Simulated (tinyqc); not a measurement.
Landau-Devonshire theory of a uniaxial ferroelectric: one step, computed by the program tinyqc.

G(P) = (alpha/2) P^2 + (beta*/4) P^4 + (gamma/6) P^6 - E P per volume, SI units, one domain, P along the polar axis, which is normal to the film.

Question. Spontaneous polarisation, susceptibility, coercive field. Ps^2 = [-beta* + sqrt(beta*^2 - 4 alpha gamma)]/(2 gamma). chi = 1/(eps_0 G''), G'' = alpha + 3 beta* P^2 + 5 gamma P^4 at Ps. Ps, chi and the coercive field are for perfect screening, without a depolarising field. The intrinsic coercive field is |alpha P + beta* P^3 + gamma P^5| at the P_c where G'' = 0. 1 C/m^2 = 100 microcoulomb/cm^2.

Inputs (values chosen for the exercise, modelled on lead titanate): Curie-Weiss temperature T0 = 752 K; gamma = 1.57e+09 J m^9/C^6; temperature T = 677 K.

Sample: epitaxial film.

alpha = -4.189727e+08 J m/C^2

beta* = 2.036364e+08 J m^5/C^4

Constants: eps_0 = 8.8541878128e-12 F/m.

Give: spontaneous polarisation Ps; susceptibility chi; well depth G(Ps); P_c; intrinsic coercive field.

Answer.

spontaneous polarisation Ps = 67.512 microcoulomb/cm^2

susceptibility chi = 75.786

well depth G(Ps) = -60.129 MJ/m^3

P_c = 44.200 microcoulomb/cm^2

intrinsic coercive field = 141.12 MV/m

P_c/Ps = 0.655, above the 0.577 of a quartic well, as the sixth-order term matters. Real switching runs by domain nucleation at far lower fields.
